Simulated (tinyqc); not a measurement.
Band bending at a free surface with one surface level, surface photovoltage and Kelvin probe: one step of the calculation.

n-type bulk, xi = Ec - EF = Vt ln(Nc/Nd), p0 = ni^2/Nd, ni = sqrt(Nc Nv) exp(-Eg/(2 Vt)), Eg in volts. b is the upward band bending, u = b/Vt. Space charge per area, in units of q: Qc = sign(b) sqrt((2 eps0 eps_r Vt/q) [(Nd + dn)(exp(-u) - 1) + Nd u + (p0 + dn)(exp(u) - 1)]), with dn the excess density under light (flat quasi-Fermi levels; 0 in the dark). The level holds -Ns f, f = 1/(1 + exp((xi + b - Es)/Vt)). Neutrality: Qc + Qf + (charge of the states) = 0.

Question. Charges against band bending. Evaluate Qc, the surface charge Qf - Ns f and their sum in the dark; the root lies where the sum changes sign.

Parameters, values chosen for the exercise; band and dielectric values close to those of silicon:
```
symbol,value,unit,meaning
T,300,K,temperature
Eg,1.13,eV,band gap
eps_r,11.8,,relative permittivity
Nc,2.83e19,cm^-3,conduction-band density of states at T
Nv,2.65e19,cm^-3,valence-band density of states at T
Nd,2.4e15,cm^-3,donor density
Qf,0,cm^-2,fixed positive charge at the surface
Ns,3.7e11,cm^-2,density of an acceptor-like surface level
Es,0.45,eV,its depth below the conduction edge
```

Constants: q = 1.602176634e-19 C, kB = 1.380649e-23 J/K, Vt = kB T/q, eps0 = 8.8541878128e-14 F/cm where lengths are in cm. Results are converted to the units shown.

b, point 0 to 6 (V): 0.072  0.12  0.168  0.216  0.264  0.312  0.36

Wanted: Qc; surface charge; sum.

Answer.

```
point  Qc (cm^-2)  surface charge (cm^-2)  sum (cm^-2)
0       3.8658e10              -3.6806e11   -3.2940e11
1       5.4358e10              -3.5793e11   -3.0357e11
2       6.6713e10              -3.0431e11   -2.3760e11
3       7.7150e10              -1.5532e11   -7.8174e10
4       8.6339e10              -3.7566e10    4.8773e10
5       9.4640e10               -6.4169e9    8.8223e10
6       1.0227e11               -1.0171e9    1.0125e11
```

The sum rises steadily with b, so there is one root; bisection gives b = 0.24015 V.

tinyqc, about 0.01 s, one thread, Intel Xeon 2.30GHz (shared host): `OMP_NUM_THREADS=1 python tinyqc.py 2430012 2430013 out.jsonl`
